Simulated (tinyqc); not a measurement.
Worked calculation: six-band Luttinger-Kohn model with strain. Values are carried at full precision from step to step, so a last printed digit may differ when a step is redone from the rounded ones.

Constants: hbar^2/2m0 = 3.80998211 eV angstrom^2.

Inputs chosen for the exercise (near those of InP; the results hold for these values, not for the real material): C11 = 101.9 GPa; C12 = 55.7 GPa; C44 = 45.9 GPa; load = uniaxial [110] (kind of stress); X = -0.86 GPa (stress); Dso = 0.108 eV (spin-orbit splitting); g1 = 5.08 (Luttinger gamma1); g2 = 1.6 (gamma2); g3 = 2.1 (gamma3); av = 0.6 eV (valence hydrostatic potential); b = -2 eV (tetragonal shear potential); d = -5 eV (trigonal shear potential); k = (-0.018, 0.048, 0.019) 1/angstrom (wave vector); kmax = 0.05 1/angstrom (end of the path).

## Strain from a uniaxial [110] stress

s11 = (C11 + C12)/((C11 - C12)(C11 + 2 C12)), s12 = -C12/((C11 - C12)(C11 + 2 C12)), s44 = 1/C44; exx = s11 sxx + s12 (syy + szz) and cyclic, exy = s44 sxy/2; tension is positive. A uniaxial stress X along the unit vector n is s_ij = X n_i n_j.

s11, s12, s44 (1/TPa): [15.9928, -5.6523, 21.7865]

strain tensor, rows x, y, z and columns alike:
$$\begin{pmatrix}
-0.004446 & -0.004684 & 0.000000 \\
-0.004684 & -0.004446 & 0.000000 \\
0.000000 & 0.000000 & 0.004861
\end{pmatrix}$$

The volume changes by -0.403 %; there is shear in the cubic axes, so d enters.

## The terms P, Q, R, S at one k

P = c g1 k^2 - av tr(e); Q = c g2 (kx^2 + ky^2 - 2 kz^2) - (b/2)(exx + eyy - 2 ezz); R = c sqrt3 [-g2 (kx^2 - ky^2) + 2i g3 kx ky] + (sqrt3/2) b (exx - eyy) - i d exy; S = 2 c sqrt3 g3 (kx - i ky) kz - d (exz - i eyz); c = hbar^2/2m0, e the strain tensor (not engineering shear).

Form the four terms.

Terms (eV):
```
term             from k  from strain
P               0.05785      0.00242
Q               0.01162     -0.01861
R      0.02091-0.02395i    -0.02342i
S     -0.00948-0.02528i      0.00000
```

## The Hamiltonian

Six-band Luttinger-Kohn model in the basis |3/2,3/2>, |3/2,1/2>, |3/2,-1/2>, |3/2,-3/2>, |1/2,1/2>, |1/2,-1/2>, electron energies, zero at the top of the unstrained valence band. H = -[rows: (P+Q, -S, R, 0, -S/r2, r2 R); (-S*, P-Q, 0, R, -r2 Q, r32 S); (R*, 0, P-Q, S, r32 S*, r2 Q); (0, R*, S*, P+Q, -r2 R*, -S*/r2); (-S*/r2, -r2 Q, r32 S, -r2 R, P+Dso, 0); (r2 R*, r32 S*, r2 Q, -S/r2, 0, P+Dso)], r2 = sqrt(2), r32 = sqrt(3/2). Levels are twofold.

Each term is the sum of its two parts.

H(k) (eV), rows 3/2,3/2, 3/2,1/2, 3/2,-1/2, 3/2,-3/2, 1/2,1/2, 1/2,-1/2 and columns alike:
$$\begin{pmatrix}
-0.0533 & -0.0095-0.0253i & -0.0209+0.0474i & 0 & -0.0067-0.0179i & -0.0296+0.0670i \\
-0.0095+0.0253i & -0.0673 & 0 & -0.0209+0.0474i & -0.0099 & 0.0116+0.0310i \\
-0.0209-0.0474i & 0 & -0.0673 & 0.0095+0.0253i & 0.0116-0.0310i & 0.0099 \\
0 & -0.0209-0.0474i & 0.0095-0.0253i & -0.0533 & 0.0296+0.0670i & -0.0067+0.0179i \\
-0.0067+0.0179i & -0.0099 & 0.0116+0.0310i & 0.0296-0.0670i & -0.1683 & 0 \\
-0.0296-0.0670i & 0.0116-0.0310i & 0.0099 & -0.0067-0.0179i & 0 & -0.1683
\end{pmatrix}$$

## Levels and their make-up

Diagonalise H. The weights add +m and -m and are averaged over each pair; m is taken along z.

levels from the top, each twofold (eV): [0.0165, -0.0839, -0.2214]

weights, rows |3/2,+-3/2>, |3/2,+-1/2>, |1/2,+-1/2>; columns top, second, third:
$$\begin{pmatrix}
0.598 & 0.188 & 0.214 \\
0.300 & 0.602 & 0.098 \\
0.102 & 0.210 & 0.688
\end{pmatrix}$$

The top pair is 60 % |3/2,+-3/2>, the second pair is 60 % |3/2,+-1/2> and the third pair is 69 % |1/2,+-1/2>.

## Band edges at k = 0
Diagonalise H at k = 0. The weights add +m and -m (m along z) and are averaged over each pair.

edges from the top (eV): [0.0390, -0.0315, -0.1227]

weights at k = 0, rows |3/2,+-3/2>, |3/2,+-1/2>, |1/2,+-1/2>; columns top, second, third:
$$\begin{pmatrix}
0.726 & 0.237 & 0.038 \\
0.202 & 0.756 & 0.041 \\
0.072 & 0.007 & 0.921
\end{pmatrix}$$

The stress splits the top two pairs by 70.5 meV, 2.73 times kT at 300 K (25.85 meV); the third lies 161.7 meV below the top, against Dso = 108 meV without stress.

## Polarisation of the edge transitions

In the basis X, Y, Z times spin, H(k = 0) has -Dso/3 + l exx + m (eyy + ezz) on the diagonal (cyclic) and n exy off it, l = av + 2 b, m = av - b, n = sqrt(3) d. Spin-orbit term (Dso/3) L.sigma on X, Y, Z with (L_k)_ij = -i epsilon_kij: <X+|H|Y+> = -i Dso/3, <X+|H|Z-> = Dso/3, <Y+|H|Z-> = -i Dso/3, <Z+|H|X-> = -Dso/3, <Z+|H|Y-> = i Dso/3, <X-|H|Y-> = i Dso/3, and their conjugates; + and - are the spin along z. The strength of a transition to an s-like conduction level for light polarised along the unit vector u is the weight of the orbital ux X + uy Y + uz Z in the valence state, summed over spin and averaged over the pair.

strain block of X, Y, Z (eV), rows X, Y, Z and columns alike:
$$\begin{pmatrix}
0.01620 & 0.04057 & 0 \\
0.04057 & 0.01620 & 0 \\
0 & 0 & -0.03965
\end{pmatrix}$$

Relative strengths:
```
polarisation    top  second  third
[100]         0.477   0.282  0.241
[010]         0.477   0.282  0.241
[001]         0.045   0.436  0.519
[110]         0.885   0.004  0.111
[1-10]        0.070   0.560  0.370
[111]         0.605   0.148  0.247
```

The top pair is strongest for light along [110] (0.885) and weakest along [001] (0.045); without strain every direction has 1/3 on average over the fourfold top. For each polarisation the three pairs add up to 1.

## Hole masses at the edges

Curvature at k = 0: m/m0 = -2 c h^2/(E(h u) + E(-h u) - 2 E(0)) with h = 0.0002 1/angstrom along the unit vector u.

Hole masses (m0):
```
direction    top  second  third
[110]      0.086   0.925  0.391
[1-10]     0.755   0.124  0.172
[100]      0.155   0.218  0.239
[001]      0.432   0.165  0.146
```

Of the directions listed, the top pair is lightest along [110] (0.086) and heaviest along [1-10] (0.755). These masses hold only for hole energies well below the splitting of 71 meV.

## Bands along [110] and [001]

Six points from 0 to kmax in each direction.

Levels (eV):
```
direction  |k| (1/angstrom)      top   second    third  top, no stress  second, no stress
[110]                 0.000   0.0390  -0.0315  -0.1227          0.0000             0.0000
[110]                 0.010   0.0346  -0.0319  -0.1237         -0.0004            -0.0034
[110]                 0.020   0.0216  -0.0332  -0.1268         -0.0017            -0.0131
[110]                 0.030   0.0008  -0.0355  -0.1327         -0.0037            -0.0274
[110]                 0.040  -0.0244  -0.0408  -0.1430         -0.0065            -0.0433
[110]                 0.050  -0.0371  -0.0622  -0.1611         -0.0098            -0.0583
[001]                 0.000   0.0390  -0.0315  -0.1227          0.0000             0.0000
[001]                 0.010   0.0381  -0.0338  -0.1254         -0.0007            -0.0031
[001]                 0.020   0.0355  -0.0403  -0.1337         -0.0029            -0.0122
[001]                 0.030   0.0314  -0.0500  -0.1490         -0.0064            -0.0260
[001]                 0.040   0.0258  -0.0614  -0.1726         -0.0115            -0.0426
[001]                 0.050   0.0189  -0.0734  -0.2059         -0.0179            -0.0597
```

## Checks

- Levels against the same model in the basis X, Y, Z times spin: they agree to 1e-10 or better.

tinyqc: `OMP_NUM_THREADS=1 python tinyqc.py 1080139 1080140 out.jsonl`; about 0.08 s, one thread, shared Intel(R) Xeon(R) Processor @ 2.30GHz.
